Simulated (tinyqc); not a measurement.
## Segment and feed resistance from two drops

Problem. A rail is fed at one end through Rq; K loads of Ij follow, each after a segment Rs. The drop at load j is K Ij Rq + Rs Ij sum_(l=1..j) (K - l + 1). Find Rs, Rq and the worst drop, at the middle, if the rail were fed through Rq at both ends: K Ij Rq/2 + Rs Ij K^2/8 with the load taken as continuous.

Parameters, values chosen for the exercise:
- K = 21 (number of equal loads)
- Ij = 0.3 mA (current of each load)

drops at the first and at the last load (mV): [1.5057000, 10.955700]

Answer. The difference of the two drops is Rs Ij K (K - 1)/2, which gives Rs; the first drop then gives Rq.

Rs = 0.150 ohm
Rq = 0.0890 ohm
drop at the middle with two feeds = 2.76 mV

tinyqc, about 0.2 s, one thread, Intel Xeon 2.30GHz (shared host): `OMP_NUM_THREADS=1 python tinyqc.py 2770175 2770176 out.jsonl`
